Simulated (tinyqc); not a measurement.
## Mobility, diffusion coefficient and lifetime from two collectors

Question. For an injected sheet in a field F the peak time tp at distance L obeys u^2 tp^2 + 2 D tp = L^2 with u^2 = v^2 + 4 D/tau, and the pulse area goes as exp(L (v - u)/(2 D)); v = mu F. Find u, D, mu and tau without using the Einstein relation.

Values chosen for this exercise:
```
symbol,value,unit,meaning
F,54,V/cm,sweep field along the drift
```

distances (um): [290, 780]
peak times (us): [0.256723109, 0.698221850]
ratio of the areas, far over near = 0.0216356749

Solution. The two peak times give two linear equations for u^2 and D; the area ratio gives v - u, and u^2 - v^2 = 4 D/tau gives tau.

u = 1.11e5 cm/s
D = 57.0 cm^2/s
mu = 1.89e3 cm^2/(V s)
tau = 1.20e-7 s

Numbers from tinyqc (`OMP_NUM_THREADS=1 python tinyqc.py 2310017 2310018 out.jsonl`; about 0.01 s on one thread of a shared Intel Xeon 2.30GHz).
